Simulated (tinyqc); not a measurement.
Resistance of a tapered via with liner, size effect and interface: via resistance against the diameter at the bottom.

A round via whose diameter grows from db at the bottom as D(z) = db + 2 z/tan(ang). The fill, of diameter D - 2 tl, starts above the bottom liner (thickness fb tl) and has rho = rho0 (1 + ks lam/(D - 2 tl)); the sidewall liner conducts in parallel with it. The bottom liner and the interface are crossed over the full area pi db^2/4. Spreading in the lines above and below is left out.

Slices between z0 = fb tl and hv, evaluated at their midpoints: conductance per length pi/4 [(D - 2 tl)^2/rho + (D^2 - (D - 2 tl)^2)/rl], slice resistance = slice height over that. 2000 slices. R_fill = sum of the slices; R_bottom = rl fb tl/(pi db^2/4); R_interface = ri/(pi db^2/4); ballistic (Sharvin) limit 1/(Sb pi (db - 2 tl)^2/4); ideal cylinder rho0 hv/(pi db^2/4).

Values chosen for this exercise; fill metal close to tungsten: height hv = 160 nm; sidewall angle ang = 88 degrees; bulk resistivity of the fill rho0 = 5.24 uohm cm; mean free path of the fill lam = 15.1 nm; size-effect factor ks = 1; liner on the sidewall tl = 3.6 nm; liner at the bottom over that on the sidewall fb = 0.7; resistivity of the liner rl = 270 uohm cm; interface resistivity at the bottom ri = 1.8e-12 ohm cm^2; ballistic conductance per area, about 3/(4 rho0 lam) Sb = 9.1e14 S/m^2.

Via resistance against the diameter at the bottom:
columns A: db (nm); B: R_fill (ohm); C: R_bottom (ohm); D: R_interface (ohm); E: R (ohm); F: ballistic limit (ohm); G: R over ideal cylinder; H: largest part
```
A        B       C         D       E        F       G     H
11  465.24  71.596    1.8941  538.73   96.895  6.1065  fill
16  121.55  33.840   0.89525  156.29   18.068  3.7480  fill
22  46.956  17.899   0.47352  65.329   6.3877  2.9620  fill
30  20.503  9.6257   0.25465  30.383   2.6915  2.5616  fill
42  8.9225  4.9111   0.12992  13.964   1.1553  2.3075  fill
58  4.1951  2.5752  0.068128  6.8384  0.54218  2.1550  fill
80  2.0369  1.3536  0.035810  3.4263  0.26400  2.0542  fill
```

R falls from 539 to 3.43 ohm. The fill is the largest part at db = 11 and in all other rows. R goes as db^(-3.30) between the first two rows and db^(-2.15) between the last two; area alone gives -2.

Computed by the program tinyqc: `OMP_NUM_THREADS=1 python tinyqc.py 2750003 2750004 out.jsonl`, one thread of a shared Intel Xeon 2.30GHz, about 0.01 s for the whole run.
